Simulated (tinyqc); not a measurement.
Implant damage, amorphisation by cascade overlap, and solid-phase epitaxial regrowth. Inputs raised by 10 %, one at a time. Computed by tinyqc, a small Python program. Command: `OMP_NUM_THREADS=1 python tinyqc.py 3112225 3112226 out.jsonl sper sens`. One thread of a shared host (Intel(R) Xeon(R) Processor @ 2.30GHz), about 0.02 s of CPU time with the checks.

Range and width of the damage are inputs. Dynamic annealing enters only through the surviving share f.

Inputs (values chosen for the exercise, modelled on phosphorus ions in silicon):

| quantity | value | unit |
|---|---|---|
| atomic density N | 49.9 | 1/nm^3 |
| ion Z1 | 15 | - |
| ion mass M1 | 31 | u |
| target Z2 | 14 | - |
| target mass M2 | 28.09 | u |
| ion energy E | 22 | keV |
| displacement energy E_d | 16 | eV |
| depth of the damage peak R_d | 20 | nm |
| width of the damage profile s_d | 10 | nm |
| share of defects that survive f | 0.96 | - |
| critical displaced share x_c | 0.13 | - |
| dose Q | 3.2e+15 | 1/cm^2 |
| regrowth prefactor v0 | 4.8e+15 | nm/s |
| regrowth energy E_a | 2.69 | eV |
| anneal temperature | 620 | C |
| rate relative to (100) | 1 | - |
| peak enhancement by the dopant | 4.4 | - |
| ramp rate | 11 | K/s |

Constants: a_0 = 0.529177210903 angstrom; e^2/(4 pi eps_0) = 14.39964548 eV angstrom; k_B = 8.617333262e-05 eV/K.

Method:
- Robinson partition: eps = E a M2/(Z1 Z2 (e^2/(4 pi eps_0)) (M1 + M2)), a = 0.8853 a_0/sqrt(Z1^(2/3) + Z2^(2/3)); k = 0.0793 Z1^(2/3) Z2^(1/2) (M1 + M2)^(3/2)/((Z1^(2/3) + Z2^(2/3))^(3/4) M1^(3/2) M2^(1/2)); damage energy T_d = E/(1 + k (eps + 0.40244 eps^(3/4) + 3.4008 eps^(1/6))); displacements nu = 0.8 T_d/(2 E_d).
- Displaced share x(z) = f nu Q exp(-(z - R_d)^2/(2 s_d^2))/(sqrt(2 pi) s_d N); the layer is amorphous where x > x_c, between R_d -/+ s_d sqrt(2 ln(x_max/x_c)), the upper edge being cut at the surface. Threshold dose Q_c = Q x_c/x_max.
- v = v0 x orientation factor x exp(-E_a/(k_B T)) x [1 + (enhancement - 1) exp(-(z - R_d)^2/(2 s_d^2))], T = anneal temperature + 273.15 K; the dopant is taken to follow the damage profile; the lower front moves from the lower edge z2 to the surface, or to the middle (z1 + z2)/2 of a buried layer with upper edge z1; time = int dz/v; the equivalent undoped distance is that time times the undoped velocity.
- On a linear ramp from 200 C regrowth ends at the T_f where int v_undoped dT/(ramp rate) equals the equivalent undoped distance.

Runs:

| input moved | from | to | threshold dose Q_c (1/cm^2) | lower edge (nm) | time with enhancement (s) | temperature at which regrowth ends (C) |
|---|---|---|---|---|---|---|
| base run | - | - | 4.6728e+13 | 49.074 | 7.09 | 649.23 |
| displacement energy E_d (eV) | 16 | 17.6 | 5.1401e+13 | 48.745 | 6.99 | 648.87 |
| width of the damage profile s_d (nm) | 10 | 11 | 5.1401e+13 | 51.619 | 7.29 | 649.93 |
| critical displaced share x_c | 0.13 | 0.143 | 5.1401e+13 | 48.745 | 6.99 | 648.87 |
| dose Q (1/cm^2) | 3.2e+15 | 3.52e+15 | 4.6728e+13 | 49.400 | 7.19 | 649.58 |
| regrowth energy E_a (eV) | 2.69 | 2.959 | 4.6728e+13 | 49.074 | 233.71 | 738.77 |
| peak enhancement by the dopant | 4.4 | 4.84 | 4.6728e+13 | 49.074 | 6.72 | 647.85 |

Exponents ln(y'/y) / ln(x'/x):

| input | threshold dose Q_c | lower edge | time with enhancement | temperature at which regrowth ends |
|---|---|---|---|---|
| displacement energy E_d | 1 | -0.071 | -0.147 | -0.006 |
| width of the damage profile s_d | 1 | 0.530 | 0.284 | 0.011 |
| critical displaced share x_c | 1 | -0.071 | -0.147 | -0.006 |
| dose Q | 0 | 0.069 | 0.144 | 0.006 |
| regrowth energy E_a | 0 | 0.000 | 36.670 | 1.356 |
| peak enhancement by the dopant | 0 | 0.000 | -0.561 | -0.022 |

Among the inputs moved here: threshold dose Q_c answers most in size to displacement energy E_d (exponent +1.000), and about equally to width of the damage profile s_d (+1.000), critical displaced share x_c (+1.000); its exponent is below 0.0005 for dose Q, regrowth energy E_a, peak enhancement by the dopant. Its exponent +1.000 in displacement energy E_d: displacements go as 1/E_d. Its exponent +1.000 in width of the damage profile s_d: the same damage spread over more depth. Lower edge answers most in size to width of the damage profile s_d (exponent +0.530), next to displacement energy E_d (-0.071); its exponent is below 0.0005 for regrowth energy E_a, peak enhancement by the dopant. Time with enhancement answers most in size to regrowth energy E_a (exponent +36.670), next to peak enhancement by the dopant (-0.561). Temperature at which regrowth ends answers most in size to regrowth energy E_a (exponent +1.356), next to peak enhancement by the dopant (-0.022).

Extremes, crossings and ranges named in words are read from the listed rows.
